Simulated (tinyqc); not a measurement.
LCCD on RHF in the sto-3g basis, frozen core, for BeH2, spin multiplicity 1, step by step. One step of it, computed by the program tinyqc.

Task: LCCD: starting amplitudes. t_ij^ab = <ij||ab> / (e_i + e_j - e_a - e_b), whose energy is MP2.

orbital energies (hartree): MO1 -4.518712, MO2 -0.461716, MO3 -0.426368, MO4 0.211243, MO5 0.211243, MO6 0.472695, MO7 0.975682

Two-electron integrals over orbitals (pq|rs), unique and non-zero (hartree); the lowest 1 orbital is frozen and left out:
```
p,q,r,s,(pq|rs)
2,2,2,2,0.401191
3,2,3,2,0.164892
3,3,2,2,0.414599
3,3,3,3,0.437718
4,2,4,2,0.049715
4,3,4,3,0.014898
4,4,2,2,0.370967
4,4,3,3,0.358749
4,4,4,4,0.449859
5,2,5,2,0.049715
5,3,5,3,0.014898
5,4,5,4,0.024249
5,5,2,2,0.370967
5,5,3,3,0.358749
5,5,4,4,0.401360
5,5,5,5,0.449859
6,2,2,2,-0.025873
6,2,3,3,-0.048655
6,2,4,4,0.050529
6,2,5,5,0.050529
6,2,6,2,0.077200
6,3,3,2,-0.095159
6,3,6,3,0.083304
6,4,4,2,0.047494
6,4,6,4,0.050994
6,5,5,2,0.047494
6,5,6,5,0.050994
6,6,2,2,0.399139
6,6,3,3,0.410153
6,6,4,4,0.368788
6,6,5,5,0.368788
6,6,6,2,-0.035912
6,6,6,6,0.413616
7,2,3,2,-0.044932
7,2,6,3,0.061154
7,2,7,2,0.056556
7,3,2,2,-0.006752
7,3,3,3,-0.021828
7,3,4,4,0.057887
7,3,5,5,0.057887
7,3,6,2,0.072469
7,3,6,6,-0.027332
7,3,7,3,0.081937
7,4,4,3,0.013809
7,4,7,4,0.016479
7,5,5,3,0.013809
7,5,7,5,0.016479
7,6,3,2,0.143092
7,6,6,3,-0.095947
7,6,7,2,-0.056682
7,6,7,6,0.141187
7,7,2,2,0.431250
7,7,3,3,0.450223
7,7,4,4,0.392511
7,7,5,5,0.392511
7,7,6,2,-0.038826
7,7,6,6,0.438645
7,7,7,3,-0.013034
7,7,7,7,0.492671
```

Give: Starting amplitudes; correlation energy.

Result:

Starting amplitudes (spin orbitals 1a, 1b, ...; amplitudes related by a flip of all spins are not repeated):
```
from,to,t
3a 3b,6a 6b,-0.046
2a 2b,6a 6b,-0.041
2a 2b,5a 5b,-0.037
2a 2b,4a 4b,-0.037
2a 3b,6a 7b,-0.031
3a 3b,7a 7b,-0.029
2a 3b,6b 7a,0.026
2a 2b,7a 7b,-0.020
3a 3b,5a 5b,-0.012
3a 3b,4a 4b,-0.012
2a 3a,6a 7a,-4.84e-03
```

correlation energy = -0.02238 hartree
